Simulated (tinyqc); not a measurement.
# Counting rate against photon rate

True rate n = nph PDP (dark counts neglected); measured n/(1 + n td) for a non-paralysable detector, n exp(-n td) for a paralysable one.

Parameters, values chosen for the exercise:
- td = 100 ns (dead time)

PDP = 0.351

Results:

| nph (1/s) | n td | non-paralysable (1/s) | paralysable (1/s) |
|---|---|---|---|
| 2.8e5 | 0.0098280 | 97324 | 97319 |
| 6.6e5 | 0.023166 | 2.2641e5 | 2.2636e5 |
| 1.5e6 | 0.052650 | 5.0017e5 | 4.9950e5 |
| 3.5e6 | 0.12285 | 1.0941e6 | 1.0865e6 |
| 8.1e6 | 0.28431 | 2.2137e6 | 2.1395e6 |
| 4.3e7 | 1.5093 | 6.0148e6 | 3.3365e6 |
| 9.9e7 | 3.4749 | 7.7653e6 | 1.0760e6 |
| 2.3e8 | 8.0730 | 8.8978e6 | 25175 |

Estimate the missing row, nph = 1.9e7 1/s.

Computed row:

| nph (1/s) | n td | non-paralysable (1/s) | paralysable (1/s) |
|---|---|---|---|
| 1.9e7 | 0.66690 | 4.0008e6 | 3.4232e6 |

With this row back in the table: The non-paralysable rate climbs towards 1/td = 1.00e7 1/s and reaches 0.890 of it. The paralysable rate goes from 97300 through a maximum of 3.42e6 (at nph = 1.9e7 1/s among the rows listed) to 25200 1/s; its true maximum, 1/(e td) = 3.68e6 1/s, lies at n td = 1, so a measured rate below that has two possible causes.

tinyqc, about 0.01 s, one thread, Intel Xeon 2.30GHz (shared host): `OMP_NUM_THREADS=1 python tinyqc.py 2630003 2630004 out.jsonl`
